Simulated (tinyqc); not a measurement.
Electron continuity equation in a given potential, Scharfetter-Gummel discretisation: one step of the calculation.

Steady state in one dimension: J = q mu n E + q D dn/dx with E = -dpsi/dx and D = mu Vt, dJ/dx = q (n/tau - G), fixed densities nL and nR at the ends. The potential is given, psi = 0 for x < L/2 and U (2 x/L - 1) beyond, and is not changed by the electrons.

Task. Bernoulli factors. d_i = (psi_(i+1) - psi_i)/Vt; B(d) = d/(exp(d) - 1), B(0) = 1. The flux on interval i is J_i = (q D/h) [n_(i+1) B(d_i) - n_i B(-d_i)].

Inputs (values chosen for the exercise):
- T = 273 K (temperature)

Constants: q = 1.602176634e-19 C, kB = 1.380649e-23 J/K, Vt = kB T/q. Results are converted to the units shown.

| node | psi (V) |
|---|---|
| 0 | 0.00000000 |
| 1 | 0.00000000 |
| 2 | 0.00000000 |
| 3 | 0.00000000 |
| 4 | 0.00000000 |
| 5 | 0.00000000 |
| 6 | 0.04000000 |
| 7 | 0.12000000 |
| 8 | 0.20000000 |
| 9 | 0.28000000 |
| 10 | 0.36000000 |
| 11 | 0.44000000 |

Find: d_i; B(d_i); B(-d_i).

Result.

| interval | d_i | B(d_i) | B(-d_i) |
|---|---|---|---|
| 0 | 0.0000 | 1.0000 | 1.0000 |
| 1 | 0.0000 | 1.0000 | 1.0000 |
| 2 | 0.0000 | 1.0000 | 1.0000 |
| 3 | 0.0000 | 1.0000 | 1.0000 |
| 4 | 0.0000 | 1.0000 | 1.0000 |
| 5 | 1.7003 | 0.37991 | 2.0802 |
| 6 | 3.4006 | 0.11734 | 3.5179 |
| 7 | 3.4006 | 0.11734 | 3.5179 |
| 8 | 3.4006 | 0.11734 | 3.5179 |
| 9 | 3.4006 | 0.11734 | 3.5179 |
| 10 | 3.4006 | 0.11734 | 3.5179 |

The largest |d_i| is 3.40, above 2, where central differences lose the sign pattern that keeps densities positive.

Range of the model: The drift velocity mu E exceeds 1e7 cm/s somewhere, where real mobilities no longer stay constant.

Numbers from tinyqc (`OMP_NUM_THREADS=1 python tinyqc.py 2220145 2220146 out.jsonl`; about 0.01 s on one thread of a shared Intel Xeon 2.30GHz).
